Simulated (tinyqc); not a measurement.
# Cell-based percolation model of oxide breakdown, step by step

Program tinyqc, `OMP_NUM_THREADS=1 python tinyqc.py 2070008 2070009 out.jsonl`; Intel Xeon 2.30GHz, shared host, one thread, about 0.01 s. Printed values are rounded.

The oxide, of thickness n a, is cut into cubic cells. A cell is defective with the chance l = 1 - exp(-a^3 N), N = N1 (t/1 s)^al. A column of n defective cells breaks the oxide down, and the area holds M = A/a^2 independent columns: 1 - F = (1 - l^n)^M.

Values chosen for this exercise: edge of a cell a = 0.9 nm; cells across the oxide n = 5; area A = 130 um^2; exponent of defect growth al = 0.49; defect density after 1 s N1 = 2e18 cm^-3.

## Critical defect density

At F = 1 - 1/e: l_c = (1 - exp(-1/M))^(1/n), N_bd = -ln(1 - l_c)/a^3, t63 = (N_bd/N1)^(1/al). W = ln(-ln(1 - F)); for small l, W = ln M + n ln(a^3 N), so the Weibull slope is n al.

thickness = 4.5 nm
M = 1.604938e8
l_c = 0.02285116
N_bd = 3.170960e19 cm^-3
N_bd times thickness = 1.426932e13 cm^-2
t63 = 281.3894 s
n al = 2.45

## The distribution

t, point 0 to 6 (s): [6.6, 17, 43, 110, 210, 280, 410]

N, l, F and W = ln(-ln(1 - F)) at each time; the slope is taken between the end points.

N, point 0 to 6 (cm^-3): [5.042043e18, 8.015857e18, 1.263076e19, 2.001301e19, 2.747372e19, 3.163279e19, 3.813240e19]
l, point 0 to 6: [0.003668902, 0.005826519, 0.009165563, 0.01448357, 0.01982911, 0.02279644, 0.02741569]
F, point 0 to 6: [1.066881e-4, 0.001077135, 0.01032766, 0.09723309, 0.3886038, 0.6277107, 0.9167355]
W, point 0 to 6: [-9.145548, -6.832911, -4.567744, -2.279935, -0.709256, -0.011988, 0.910568]
slope = 2.435433

The slope is 0.59 % below n al, since l grows a little more slowly than N.
